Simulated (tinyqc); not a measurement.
# From classical barrier back to displacement dQ

Model: configuration-coordinate model of a defect: Huang-Rhys factor and luminescence line shape. Computed by tinyqc, a small Python program. Command: `OMP_NUM_THREADS=1 python tinyqc.py 3007111 3007112 out.jsonl ccline inv`. One thread of a shared host (Intel(R) Xeon(R) Processor @ 2.30GHz), about 0.09 s of CPU time with the checks.

Ground state E_g(Q) = (1/2) omega_g^2 Q^2; excited state E_e(Q) = E_0 + (1/2) omega_e^2 (Q - dQ)^2 with omega_e = omega_g and E_0 = E_ZPL. Q is mass-weighted; the dipole does not depend on Q (Condon approximation).

Inputs (values chosen for the exercise, for a model defect in a wide-gap host):
```
quantity                          value        unit
zero-phonon energy E_ZPL           2.13          eV
ground-state phonon hbar omega_g   46.1         meV
temperature T                        50           K
refractive index n_r               3.29           -
transition dipole mu                  2  e angstrom
quenching prefactor nu_0          5e+12         1/s
```

Modes: equal frequencies in both states.

Constants: hbar^2/u = 4.18015928e-03 eV angstrom^2; hbar = 6.582119569e-16 eV s; e = 1.602176634e-19 C; eps_0 = 8.8541878128e-12 F/m; hbar = 1.054571817e-34 J s; c = 299792458 m/s; k_B = 8.617333262e-05 eV/K.

Method. S = hbar omega dQ^2/(2 hbar^2/u) for each state; relaxation energy S hbar omega; absorption at E_0 + S_e hbar omega_e, emission at E_0 - S_g hbar omega_g; the Stokes shift is their difference. The curves cross at the root Q_c nearest dQ; the barrier is (1/2) omega_e^2 (Q_c - dQ)^2, with (1/2) omega^2 = (hbar omega)^2/(2 hbar^2/u). k_r = n_r omega^3 mu^2/(3 pi eps_0 hbar c^3) at the vertical emission energy, without local-field correction; k_nr = nu_0 exp(-barrier/k_B T) (Mott-Seitz); yield = k_r/(k_r + k_nr); T_1/2 = barrier/(k_B ln(nu_0/k_r)).

Problem. A run gave the result below. Find the displacement dQ, known to lie between 0.24 and 0.64 u^(1/2) angstrom.

classical barrier = 20.23797 eV

Solution.

Each step takes the trial c = (a f_b - b f_a)/(f_b - f_a), f being the result less the target and a, b, c the logarithms of the listed values; c replaces end b, the old b replaces a if the sign of f changed, and otherwise f_a is halved.

Scan of the range:
```
displacement dQ (u^(1/2) angstrom)  classical barrier (eV)
0.240                                              76.4023
0.283                                              54.6519
0.333                                              39.1796
0.392                                              27.9815
0.462                                              19.8529
0.543                                              14.0866
0.640                                               9.8543
```

False position (Illinois rule, in the logarithm of the input) inside the bracket:
```
step     end a     end b     trial  classical barrier (eV)
1     0.392000  0.462000  0.458418                 20.1806
2     0.392000  0.458418  0.457372                 20.2778
3     0.458418  0.457372  0.457801                 20.2379
4     0.457372  0.457801  0.457800                 20.2380
5     0.457372  0.457800  0.457800                 20.2380
6     0.457800  0.457800  0.457800                 20.2380
```

Classical barrier falls at every point of a 13-point scan of the range (every second point is shown), so one value fits; it is bracketed by 0.392 and 0.462. Answer: displacement dQ = 0.4578 u^(1/2) angstrom.

Caution: the curves cross far outside the range of the harmonic model, so the barrier and T_1/2 have no quantitative meaning.
